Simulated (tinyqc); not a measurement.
# MOS capacitor on a p-type substrate, surface potential from the exact charge relation: Capacitance-voltage curves

Uniform p-type substrate, Boltzmann statistics, full ionisation, classical densities. psi is the surface potential against the body (positive when the bands bend down) and u = psi/Vt. Traps are spread evenly over the gap and neutral at flat band, so their charge is -q Dit psi; the minority quasi-Fermi level is shifted by Vb.

ni = sqrt(Nc Nv) exp(-Eg/(2 Vt)), Eg in volts; phiF = Vt ln(N/ni); Cox = eps0 eox/tox; Vfb = phiM - chi - (Eg - Vt ln(Nv/N)) - q Nf/Cox; Q0 = sqrt(2 eps0 eps_r q N Vt); r = (ni/N)^2 exp(-Vb/Vt); VT = Vfb + [(2 phiF + Vb)(1 + q Dit/Cox) + sqrt(2 eps0 eps_r q N (2 phiF + Vb))/Cox]. u = psi/Vt; F^2 = exp(-u) + u - 1 + r (exp(u) - u - 1); Qs = -sign(u) Q0 F; Cs = -dQs/dpsi = (Q0/Vt) |1 - exp(-u) + r (exp(u) - 1)|/(2 F). psi solves Vg = Vfb + psi + (q Dit psi - Qs)/Cox. Low frequency: 1/C_LF = 1/Cox + 1/(Cs + q Dit). High frequency, in the simple estimate in which traps and minority carriers do not follow: 1/C_HF = 1/Cox + 1/Cd, Cd being Cs with r = 0 at the same psi. Deep depletion: r = 0 and Dit = 0 both in the equation for psi and in Cs. Minority sheet density N_inv = (Q0/(2 q)) int_0^u r (exp(t) - 1)/F(t) dt for u > 0. N_inv under 1 cm^-2 is printed as 0. Regimes: accumulation when majority carriers gather, then depletion up to |psi| = phiF + Vb, weak inversion up to 2 phiF + Vb, strong inversion beyond.

Inputs (values chosen for the exercise); band and dielectric values close to those of In0.53Ga0.47As: temperature T = 293 K; band gap Eg = 0.735 eV; relative permittivity eps_r = 14.1; conduction-band density of states at T Nc = 2e17 cm^-3; valence-band density of states at T Nv = 7.44e18 cm^-3; electron affinity chi = 4.45 eV; acceptor density of the substrate N = 8.5e16 cm^-3; relative permittivity of the gate insulator (close to aluminium oxide) eox = 9.06; insulator thickness tox = 5.6 nm; gate work function phiM = 4.81 eV; fixed charge at the interface, in units of q Nf = -2.3e10 cm^-2; density of interface traps Dit = 0 cm^-2 eV^-1; reverse bias of the inversion layer against the body Vb = 0.7 V.

Constants: q = 1.602176634e-19 C, kB = 1.380649e-23 J/K, Vt = kB T/q, eps0 = 8.8541878128e-14 F/cm where lengths are in cm. Results are converted to the units shown.

Results:
```
Vg (V)   psi (V)  C_LF/Cox  C_HF/Cox  C_deep/Cox  N_inv (cm^-2)            regime
-0.86    -0.1559    0.8992    0.8992      0.8992              0      accumulation
-0.45   -0.08621    0.7003    0.7003      0.7003              0      accumulation
-0.04     0.1705    0.1443    0.1443      0.1443              0         depletion
0.37      0.5374   0.08252   0.08252     0.08252              0         depletion
1.19       1.302    0.1050   0.05388     0.05385       1.398e10  strong inversion
1.6        1.448    0.8755   0.05119     0.04747       2.320e12  strong inversion
2.01       1.484    0.9374   0.05060     0.04292       5.663e12  strong inversion
2.42       1.505    0.9581   0.05026     0.03948       9.141e12  strong inversion
```

Estimate the missing row, Vg = 0.78 V.

Computed row:
```
Vg (V)  psi (V)  C_LF/Cox  C_HF/Cox  C_deep/Cox  N_inv (cm^-2)     regime
0.78     0.9179   0.06378   0.06378     0.06378           4097  depletion
```

With this row back in the table: C_LF/Cox is lowest, 0.0638, at Vg = 0.78 V (depletion) among the rows listed and is 0.958 in the last row, where C_HF/Cox is 0.0503 and the deep-depletion value 0.0395. Vfb = -0.260 V, where C_HF/Cox = 0.364 (Cox in series with eps0 eps_r/LD), and VT = 1.19 V. Over the last two rows psi moves by only 0.051 V a volt of gate bias, since the inversion charge screens the body. In strong accumulation and inversion degeneracy and confinement, left out here, lower the capacitance.

Computed by the program tinyqc: `OMP_NUM_THREADS=1 python tinyqc.py 2060044 2060045 out.jsonl`, one thread of a shared Intel Xeon 2.30GHz, about 0.01 s for the whole run.
